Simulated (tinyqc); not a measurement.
Flow curve at three pumping speeds: Berg model of reactive sputtering of a nitride or oxide: poisoning, hysteresis and pumping speed. Computed by tinyqc, a small Python program. Command: `OMP_NUM_THREADS=1 python tinyqc.py 3003260 3003261 out.jsonl berg walk`. One thread of a shared host (Intel(R) Xeon(R) Processor @ 2.30GHz), about 0.05 s of CPU time with the checks.

A diatomic gas reacts with bare metal on the target and on the collecting surfaces; ions remove metal and compound from the target. theta_t and theta_c are the compound fractions.

Inputs (values chosen for the exercise, close to those used for silicon nitride):
```
quantity                         value     unit
ion current density J               13  mA/cm^2
target area A_t                    250     cm^2
collecting area A_c               3500     cm^2
metal yield Y_m                   0.54        -
compound yield Y_c                0.15        -
sticking coefficient alpha        0.59        -
reactive atoms per metal atom z   1.33        -
gas mass M                          28        u
pumping speed S                    240      l/s
gas temperature T                  300        K
```

Constants: e = 1.602176634e-19 C; u = 1.6605390666e-27 kg; k_B = 1.380649e-23 J/K.

Method. Ion flux j = J/e; gas flux F = P/sqrt(2 pi M k_B T). Target: (2/z) alpha F (1 - theta_t) = j Y_c theta_t. Sputtered flows F_c = j Y_c theta_t A_t, F_m = j Y_m (1 - theta_t) A_t. Collector: (2/z) alpha F (1 - theta_c) A_c + F_c (1 - theta_c) = F_m theta_c. Gas use Q = alpha F [(1 - theta_t) A_t + (1 - theta_c) A_c] + P S/(k_B T); 1 sccm = 4.4780e17 molecules/s. Rate R = F_m + F_c, given relative to j Y_m A_t. P is a single-valued function of the flow Q only if dQ/dP > 0 everywhere: S must exceed k_B T times the steepest fall of the surface terms with P.

pressure of the steepest fall = 0.00607522 Pa

critical pumping speed = 480.418 l/s

Pressure as the free variable:
```
P (Pa)   theta_t  theta_c  relative rate  Q at S_c/4 (sccm)  Q at S_c (sccm)  Q at 2 S_c (sccm)
0.00030  0.05915  0.21711        0.95728             3.4003            3.459              3.536
0.00061  0.11334  0.37351        0.91814             5.6179            5.736              5.894
0.00120  0.20094  0.56403        0.85488             7.9212            8.154              8.465
0.00210  0.30559  0.72120        0.77929             9.2784            9.686             10.230
0.00360  0.43001  0.84269        0.68944             9.6838           10.383             11.316
0.00610  0.56108  0.92114        0.59478             9.3072           10.492             12.072
0.00970  0.67027  0.96084        0.51592             8.6919           10.576             13.089
0.01500  0.75865  0.98096        0.45208             8.1853           11.099             14.985
0.02400  0.83415  0.99169        0.39756             7.9674           12.630             18.846
0.04900  0.91126  0.99780        0.34187             8.7219           18.241             30.933
```

At S_c/4 the flow falls with pressure in 4 of the intervals: as the target poisons, less metal arrives to getter the gas. At 2 S_c it rises throughout. Coverages and rate depend on P alone, not on S. The collector converts before the target (theta_c = 0.84 at theta_t = 0.43), since the metal is spread over a larger area and no ions clean it. The rate tends to Y_c/Y_m = 0.278.
